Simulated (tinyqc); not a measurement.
# Permittivity and interlayer from two capacitances

Inverse problem. A two-layer stack has Cox = eps0/(t1/e1 + t2/e2) and EOT = 3.9 eps0/Cox. Find e2, the EOT of layer 1 and, with e1 given, t1.

Parameters, values chosen for the exercise:
- e1 = 7.61 (relative permittivity of layer 1)

Constants: eps0 = 8.8541878128e-14 F/cm where lengths are in cm. Results are converted to the units shown.

Cox at t2 = 2 and 8.1 nm (uF/cm^2): 2.0237107  0.78306843

Answer. EOT is linear in t2 with slope 3.9/e2, and its intercept is the EOT of layer 1.

e2 = 8.800
EOT of layer 1 = 0.8200 nm
t1 = 1.600 nm

Numbers from tinyqc (`OMP_NUM_THREADS=1 python tinyqc.py 2010107 2010108 out.jsonl`; about 0.01 s on one thread of a shared Intel Xeon 2.30GHz).
